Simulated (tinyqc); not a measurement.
Microkinetic model of low-temperature epitaxy from hydride gases: adsorption, hydrogen desorption and rate control: one step, computed by the program tinyqc. Command: `OMP_NUM_THREADS=1 python tinyqc.py 3029555 3029556 out.jsonl hepi walk`. One thread of a shared host (Intel(R) Xeon(R) Processor @ 2.30GHz), about 0.01 s of CPU time with the checks.

Each hydride molecule needs two free sites and leaves four hydrogen atoms, of which two leave at once as H2; theta is the hydrogen coverage, the site density is 6.78 per nm^2 and one layer is 1.358 angstrom thick.

Question. Degrees of rate control. With k the hydride and k_H the hydrogen adsorption rate on free pairs and k_d the desorption rate, steady state: 2 (k + k_H)(1 - theta)^2 = k_d theta; growth rate R = k (1 - theta)^2 layers/s; 1 layer/s = 8.148 nm/min. X_i = d ln R/d ln k_i at fixed other constants. With f = 1 - theta and a = 2/f + 1/theta: d ln f/d ln k_d = 1/(a f), so X_d = 2/(a f), X_k = 1 - X_d k/(k + k_H), X_H = -X_d k_H/(k + k_H); they sum to 1.

Inputs (values chosen for the exercise, close to those used for silane on Si(001)): temperature T = 530 C.

Film: silicon. Order of hydrogen desorption: first.

hydrogen coverage theta = 0.4009120

k = 0.3409802 1/s

k_H = 0.2894392 1/s

Give: X_d (desorption); X_k (hydride adsorption); X_H (hydrogen adsorption).

Answer.

X_d (desorption) = 0.5724

X_k (hydride adsorption) = 0.6904

X_H (hydrogen adsorption) = -0.2628
